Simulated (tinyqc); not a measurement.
Changing the T over T_c: two-sublattice mean-field magnet: ferrimagnet, compensation points and susceptibility. Computed by tinyqc, a small Python program. Command: `OMP_NUM_THREADS=1 python tinyqc.py 3001249 3001250 out.jsonl ferri sweep`. One thread of a shared host (Intel(R) Xeon(R) Processor @ 2.30GHz), about 0.02 s of CPU time with the checks.

A random alloy A(1-x)B(x) with H = -sum over pairs J S_i.S_j. a = <S_A> and b = <S_B> are taken along z, a > 0. Exchange fields: h_A = (1 - x) zJ_AA a + x zJ_AB b, h_B = (1 - x) zJ_AB a + x zJ_BB b; a = S_A B_(S_A)(S_A h_A/(k_B T)) and likewise for b, with the Brillouin function B_S(y) = [(2S + 1)/(2S)] coth[(2S + 1) y/(2S)] - [1/(2S)] coth[y/(2S)].

Inputs (values chosen for the exercise, for a model ferrimagnet): spin S_A = 2.5; spin S_B = 3.5; g factor g_A = 2.1; g factor g_B = 2; fraction x of B sites = 0.15; z J_AA = 11.3 meV; z J_BB = 1 meV; z J_AB = -1.7 meV; largest number of steps = 3000.

Constants: k_B = 8.617333262e-05 eV/K.

Method:
- Linearised, T (a, b) = M (a, b) with M_ij = S_i (S_i + 1) c_j zJ_ij/(3 k_B), c_A = 1 - x, c_B = x. T_c is the larger eigenvalue, and its eigenvector gives b/a at onset, (T_c - M_AA)/M_AB.
- Repeat from a = S_A, b = -S_B until a and b change by less than 1e-10.
- Net moment m = (1 - x) g_A a + x g_B b in mu_B per site; net spin s = (1 - x) a + x b. At T = 0, a = S_A and b = -S_B. Effective g = m/s.

One run for each value:
```
T over T_c  net moment m (mu_B)  net spin s       a        b
0.10                     3.5042      1.6458  2.4998  -3.1935
0.21                     3.6872      1.7381  2.4837  -2.4872
0.31                     3.7621      1.7778  2.4297  -1.9168
0.42                     3.7206      1.7614  2.3278  -1.4483
0.62                     3.3507      1.5892  2.0267  -0.8897
0.73                     2.9677      1.4084  1.7747  -0.6670
0.83                     2.4541      1.1652  1.4561  -0.4833
0.94                     1.5207      0.7222  0.8962  -0.2634
```

Give the missing row, T over T_c = 0.52.

Computed row:
```
T over T_c  net moment m (mu_B)  net spin s       a        b
0.52                     3.5826      1.6979  2.1978  -1.1346
```

Interpolating between the two neighbouring rows (the first column on a logarithmic scale, the others too where they are positive) misses most in net spin s, by 2.0 %. Over the rows, net moment m (mu_B) goes from 3.50 through a maximum among these rows, 3.76 at 0.310, to 1.52; net spin s goes from 1.65 through a maximum among these rows, 1.78 at 0.310, to 0.722; a falls from 2.50 to 0.896 (exponent d ln y / d ln x -0.0087 between the first rows and -3.9 between the last).

Extremes, crossings and ranges named in words are read from the listed rows.
